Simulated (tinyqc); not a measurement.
Worked calculation: RHF in the sto-3g basis, for H6, spin multiplicity 1. One step of it, computed by the program tinyqc.

Problem. Orthogonalisation. S = U s U^T; symmetric (Loewdin) form X = U s^(-1/2) U^T, so that X^T S X = 1.

overlap S, order 1H 1s, 2H 1s, 3H 1s, 4H 1s, 5H 1s, 6H 1s:
```
[[1.000000, 0.582982, 0.171099, 0.038495, 0.005381, 0.000603],
 [0.582982, 1.000000, 0.548489, 0.171099, 0.034507, 0.005381],
 [0.171099, 0.548489, 1.000000, 0.582982, 0.170835, 0.038420],
 [0.038495, 0.171099, 0.582982, 1.000000, 0.547870, 0.170835],
 [0.005381, 0.034507, 0.170835, 0.547870, 1.000000, 0.582982],
 [0.000603, 0.005381, 0.038420, 0.170835, 0.582982, 1.000000]]
```

Give: eigenvalues of S; X.

Solution.

eigenvalues of S: [0.1816, 0.2991, 0.5353, 1.0292, 1.6650, 2.2897]

X, order 1H 1s, 2H 1s, 3H 1s, 4H 1s, 5H 1s, 6H 1s:
```
[[1.1865, -0.4285, 0.0853, -0.0180, 0.0044, -0.0012],
 [-0.4285, 1.3886, -0.4533, 0.0960, -0.0181, 0.0044],
 [0.0853, -0.4533, 1.4072, -0.4875, 0.0959, -0.0180],
 [-0.0180, 0.0960, -0.4875, 1.4066, -0.4526, 0.0852],
 [0.0044, -0.0181, 0.0959, -0.4526, 1.3880, -0.4283],
 [-0.0012, 0.0044, -0.0180, 0.0852, -0.4283, 1.1865]]
```
